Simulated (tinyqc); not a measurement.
# Input admittance of a MOSFET at zero drain bias: distributed channel and distributed gate: what changes with what

Source and drain grounded, strong inversion, w = 2 pi f, Cox = eps0 eox/tox. The channel is an RC line of resistance 1/(mu Cox Vo) per square fed from both ends, so one finger has the intrinsic admittance y = i w Cox L tanh(g)/g per width, g = (1/2) sqrt(i w tau), tau = L^2/(mu Vo). The vertical resistance rv/L is in series with y, the overlaps 2 i w Cov in parallel: y_t = 1/(1/y + rv/L) + 2 i w Cov. The gate strip is a line of Rsh/L per length loaded by y_t, so a finger has Y = y_t Wf tanh(k)/k, k = (Wf/sd) sqrt(y_t Rsh/L); the device has Nf Y.

Parameters, values chosen for the exercise; values of the order met in silicon radio-frequency transistors: relative permittivity of the gate insulator (close to silicon dioxide) eox = 3.9; insulator thickness tox = 6.9 nm; channel length L = 0.46 um; finger width Wf = 1.1 um; number of fingers Nf = 16; channel mobility mu = 220 cm^2/(V s); gate overdrive Vo = 0.27 V; sheet resistance of the gate Rsh = 3.8 ohm/square; vertical resistivity of the gate stack rv = 2.3 ohm um^2; number of ends at which a finger is contacted sd = 1; overlap and fringe capacitance on each side Cov = 0.2 fF/um; frequency f = 2.5 GHz.

Constants: eps0 = 8.8541878128e-14 F/cm where lengths are in cm. Results are converted to the units shown.

Each table varies one quantity; the others keep the values above.

## Input impedance against frequency

Low-frequency limits, with c = Cox L and ct = c + 2 Cov: R_strip = Rsh Wf/(3 sd^2 L Nf), R_ch = (c/ct)^2 L/(12 mu Cox Vo Wf Nf), R_vert = (c/ct)^2 rv/(L Wf Nf), C = ct Wf Nf. Z = 1/(Nf Y) = R + 1/(i w C), Q = |Im Z|/R, far-point signal |1/cosh k|.

The same in every row: low-frequency R (ohm) = 53.58.

Input impedance against frequency:

| f (GHz) | w tau | \|k\| | R (ohm) | C (fF) | Q | signal at the far point |
|---|---|---|---|---|---|---|
| 0.03 | 0.006715 | 0.002256 | 53.58 | 47.56 | 2082 | 1.000 |
| 0.07 | 0.01567 | 0.003447 | 53.58 | 47.56 | 892.3 | 1.000 |
| 0.2 | 0.04477 | 0.005826 | 53.58 | 47.56 | 312.3 | 1.000 |
| 0.5 | 0.1119 | 0.009211 | 53.58 | 47.56 | 124.9 | 1.000 |
| 1 | 0.2238 | 0.01303 | 53.57 | 47.55 | 62.47 | 1.000 |
| 4 | 0.8953 | 0.02601 | 53.54 | 47.48 | 15.65 | 1.000 |
| 10 | 2.238 | 0.04074 | 53.32 | 47.07 | 6.341 | 0.9999 |
| 30 | 6.715 | 0.06565 | 51.38 | 43.68 | 2.364 | 0.9992 |
| 80 | 17.91 | 0.08715 | 41.60 | 31.95 | 1.497 | 0.9979 |

What does the table show?

R falls from 53.6 to 41.6 ohm and C falls from 47.6 to 31.9 fF. Q goes as f^(-1.00) between the first two rows and f^(-0.47) between the last two, where w tau = 17.9 and |k| = 0.0871. The low-frequency limits hold both R and C within 5 % up to f = 10 GHz among the rows.

## Dividing a fixed width into fingers

Total width Wf Nf = 18 um; each finger also has a contact resistance Rc at each contacted end, which adds Rc/(sd Nf). The resistances are low-frequency limits, good while |k| is below about 1; the far-point signal is |1/cosh k| at f, without Rc.

The same in every row: R_ch + R_vert (ohm) = 52.201.

Dividing a fixed width into fingers:

| Nf | Wf (um) | R_strip (ohm) | Rc/(sd Nf) for Rc = 30 ohm (ohm) | sum (ohm) | signal at the far point |
|---|---|---|---|---|---|
| 1 | 18.000 | 49.565 | 30.000 | 131.77 | 0.99668 |
| 2 | 9.0000 | 12.391 | 15.000 | 79.592 | 0.99937 |
| 4 | 4.5000 | 3.0978 | 7.5000 | 62.799 | 0.99985 |
| 8 | 2.2500 | 0.77446 | 3.7500 | 56.725 | 0.99996 |
| 16 | 1.1250 | 0.19361 | 1.8750 | 54.270 | 0.99999 |
| 32 | 0.56250 | 0.048404 | 0.93750 | 53.187 | 1.0000 |
| 64 | 0.28125 | 0.012101 | 0.46875 | 52.682 | 1.0000 |
| 128 | 0.14062 | 0.0030252 | 0.23438 | 52.438 | 1.0000 |

Read the table: what changes, and by how much?

R_strip falls as 1/Nf^2, from 49.6 to 0.00303 ohm, the contact term as 1/Nf, and R_ch + R_vert stays at 52.2 ohm since the total width is fixed. The sum is within a factor 1.5 of that floor from Nf = 4 on. More fingers add wiring capacitance, which is left out.

Numbers from tinyqc (`OMP_NUM_THREADS=1 python tinyqc.py 2262111 2262112 out.jsonl`; about 0.01 s on one thread of a shared Intel Xeon 2.30GHz).
